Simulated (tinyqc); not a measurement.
Double-gate transistor below threshold, two-dimensional Poisson equation on a small mesh: two steps of the calculation.

Half of a symmetric double-gate structure: row 0 is the mid-plane of the body, where the normal field vanishes. Mobile charge is neglected (subthreshold), the body is fully depleted, and potentials are counted from the intrinsic level; rows run upward to the gate, columns from source to drain.

Parameters, values chosen for the exercise:
- T = 350 K (temperature)
- Vbi = 0.46 V (potential of the source)

Constants: q = 1.602176634e-19 C, kB = 1.380649e-23 J/K, Vt = kB T/q. Results are converted to the units shown.

Question 1. Over-relaxation sweep (omega = 1.2). Free nodes: rows 0..1, columns 1..3, taken row by row from row 0, left to right. t = (up psi(above) + dn psi(below) + lat [psi(left) + psi(right)] + s)/(up + dn + 2 lat), with the newest neighbours; psi(new) = psi + 1.2 (t - psi).

psi after iteration 1 (V):
```
	j=0	j=1	j=2	j=3	j=4
row 0	0.46000000	0.09548108	0.01981878	0.10997319	0.51000000
row 1	0.46000000	0.10734121	0.02408117	0.12428058	0.51000000
row 2	0.00000000	0.00000000	0.00000000	0.00000000	0.00000000
```

```
row	up	dn	lat	s (V)
0	16.087500	0	4.2545455	0
1	20.625000	16.087500	6.2181818	0
```

Wanted: psi after iteration 2.

Answer 1.

psi after iteration 2 (V):
```
	j=0	j=1	j=2	j=3	j=4
row 0	0.46000	0.16475	0.07196	0.19634	0.51000
row 1	0.46000	0.11674	0.06004	0.13881	0.51000
row 2	0.00000	0.00000	0.00000	0.00000	0.00000
```

Question 2. Barrier, swing and barrier lowering. The barrier is read along row 0, the path farthest from the gate. Take the node j of lowest psi: barrier Vbi - psi_j; swing Vt ln 10/(d psi_j/dVg); DIBL = (d psi_j/dVd)/(d psi_j/dVg). The derivatives solve the same equations with s = 0 and a unit change of that voltage.

converged psi (V):
```
	j=0	j=1	j=2	j=3	j=4
row 0	0.46000000	0.18154566	0.11135256	0.19781476	0.51000000
row 1	0.46000000	0.12646831	0.06992306	0.13811941	0.51000000
row 2	0.00000000	0.00000000	0.00000000	0.00000000	0.00000000
```

d psi/dVg on row 0: j=0 0.00000000, j=1 0.60890678, j=2 0.77040709, j=3 0.60890678, j=4 0.00000000
d psi/dVd on row 0: j=0 0.0000000, j=1 0.0328557, j=2 0.1147965, j=3 0.3582376, j=4 1.0000000

Give: j; barrier; swing; DIBL.

Answer 2.

j = 2
barrier = 0.3486 V
swing = 90.14 mV/decade
DIBL = 149.0 mV/V

Computed by the program tinyqc: `OMP_NUM_THREADS=1 python tinyqc.py 2480053 2480054 out.jsonl`, one thread of a shared Intel Xeon 2.30GHz, about 0.08 s for the whole run.
